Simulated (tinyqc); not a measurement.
From results back to parameters: Koster-Slater impurity in an sp3s* host.

Problem. In the Koster-Slater model a defect shifts the s level of its site by Vs and the p levels by Vp; an A1 level solves 1/Vs = G_s(E) and a T2 level 1/Vp = G_p(E), E from the top of the valence band. A defect has an A1 level at E = 0.5887 eV, one of the energies of the table, and a T2 level at 0.9812 eV.

G(E) of the host (1/eV):
```
E (eV)         G_s         G_p
0.0000  -0.0978880  -0.0071682
0.1962  -0.1173867  -0.0386438
0.3925  -0.1399758  -0.0627878
0.5887  -0.1670132  -0.0857205
0.7850  -0.2005605  -0.1097408
0.9812  -0.2440631  -0.1369792
1.1775  -0.3039580  -0.1705794
1.3737  -0.3945314  -0.2167958
1.5700  -0.5636255  -0.2935366
```

Find: Vs, Vp.

Solution. Read G_s and G_p at the two energies and invert them. Vs is attractive and pulls its level down from the conduction bands. Vp is attractive and pulls its level down from the conduction bands.

Vs, Vp (eV): -6.0  -7.3

(tinyqc, `OMP_NUM_THREADS=1 python tinyqc.py 1451825 1451826 out.jsonl`, Intel(R) Xeon(R) Processor @ 2.30GHz, 1 thread, shared host, about 0.05 s.)
